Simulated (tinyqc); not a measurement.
Inside a calculation. Model: two-diode model of a solar cell.

tinyqc, about 0.01 s, one thread, Intel Xeon 2.30GHz (shared host): `OMP_NUM_THREADS=1 python tinyqc.py 2280028 2280029 out.jsonl` Printed values are rounded.

J is the current delivered and Vj = V + J Rs the junction voltage. J = X JL - J01 (exp(Vj/(n1 Vt)) - 1) - J02 (exp(Vj/(2 Vt)) - 1) - Vj/Rp. The photocurrent does not depend on voltage.

Parameters, values chosen for the exercise; values of the order met in cells of a lead-halide perovskite:
- T = 300 K (temperature)
- JL = 19.9 mA/cm^2 (photocurrent at one sun)
- X = 0.3 suns (concentration)
- J01 = 1e-20 A/cm^2 (saturation current of the first diode)
- n1 = 1 (ideality factor of the first diode)
- Rs = 0.092 ohm cm^2 (series resistance)
- Rp = 300 ohm cm^2 (shunt resistance)
- Pin = 100 mW/cm^2 (incident power at one sun)
- J02 = 3.4e-12 A/cm^2 (saturation current of the second diode (ideality 2))

Constants: q = 1.602176634e-19 C, kB = 1.380649e-23 J/K, Vt = kB T/q. Results are converted to the units shown.

## Starting value

Vj = n1 Vt ln(X JL/J01), the open-circuit voltage of the J01 term alone.

Vj at the start = 1.05814 V

## Iteration 1: new Vj

Open circuit: J(Vj) = 0. G = -dJ/dVj = J01 exp(Vj/(n1 Vt))/(n1 Vt) + J02 exp(Vj/(2 Vt))/(2 Vt) + 1/Rp. Vj(new) = Vj + J/G.

J = -6.15417 mA/cm^2
G = 0.285072 S/cm^2
Vj after iteration 1 = 1.03655 V

## Iteration 2: new Vj

As before.

J = -1.80559 mA/cm^2
G = 0.136988 S/cm^2
Vj after iteration 2 = 1.02337 V

## Course of the iteration

Stop when the step is below 1e-10 V, or after 80 iterations.

Course of the iteration:
```
iteration  Vj before the step (V)   step (V)
1                         1.05814    -0.0216
2                         1.03655    -0.0132
3                         1.02337   -3.78e-3
4                         1.01960   -2.43e-4
5                         1.01935   -9.26e-7
6                         1.01935  -1.34e-11
```

Converged in 6 iterations.

## Figures of merit

Jsc at V = 0, Voc at J = 0, the maximum power point where J (1 + 2 Rs G) = G Vj with G = -dJ/dVj; FF = Vmp Jmp/(Voc Jsc); efficiency Vmp Jmp/(X Pin). Empirical fill factor without parasitics FF0 = (v - ln(v + 0.72))/(v + 1), v = Voc/(n1 Vt).

Jsc = 5.96817 mA/cm^2
Voc = 1.01935 V
Vmp = 0.822296 V
Jmp = 3.19977 mA/cm^2
FF = 0.432496
efficiency = 8.77053 %
FF0 = 0.883933

FF is 51 % below FF0. Removing one loss at a time changes the efficiency by: shunt +8.91, second diode +0.12, series resistance +0.00 points.
